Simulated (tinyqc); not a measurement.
Microkinetic model of low-temperature epitaxy from hydride gases: adsorption, hydrogen desorption and rate control: one step, computed by the program tinyqc.

Each hydride molecule needs two free sites and leaves four hydrogen atoms, of which two leave at once as H2; theta is the hydrogen coverage, the site density is 6.78 per nm^2 and one layer is 1.358 angstrom thick.

Task: Rate constants. Flux per site F = p/(sqrt(2 pi M k_B T) x 6.78e18 per m^2), M = 32.12 u (silane), 76.63 u (germane), 2.016 u (hydrogen); s = s0 exp(-E_s/(k_B T)); k_S = s F_S, k_G = r_G s F_G; germanium fraction x = k_G/(k_S + k_G); k = k_S + k_G; k_H = s_H F_H; k_d = nu_d exp(-(E_d - dE x)/(k_B T)). Temperatures in kelvin are T(C) + 273.15.

Inputs (values chosen for the exercise, close to those used for silane and germane on Si(001)):

| quantity | value | unit |
|---|---|---|
| silane pressure p_S | 0.76 | Pa |
| sticking prefactor of silane s0 | 0.051 | - |
| adsorption barrier E_s | 0.11 | eV |
| desorption prefactor nu_d | 2.6e+12 | 1/s |
| desorption energy on silicon E_d | 2.18 | eV |
| hydrogen carrier pressure p_H | 0 | Pa |
| sticking of hydrogen s_H | 7e-07 | - |
| temperature T | 470 | C |
| germane pressure p_G | 0.016 | Pa |
| sticking ratio of germane to silane r_G | 5.7 | - |
| lowering of E_d per unit germanium fraction, dE | 0.44 | eV |

Film: silicon-germanium. Order of hydrogen desorption: first.

Constants: k_B = 8.617333262e-05 eV/K; u = 1.6605390666e-27 kg; k_B = 1.380649e-23 J/K.

Give: k; germanium fraction x; k_H; k_d.

Result:

k = 18.86 1/s

germanium fraction x = 0.07209

k_H = 0 1/s

k_d = 0.007016 1/s
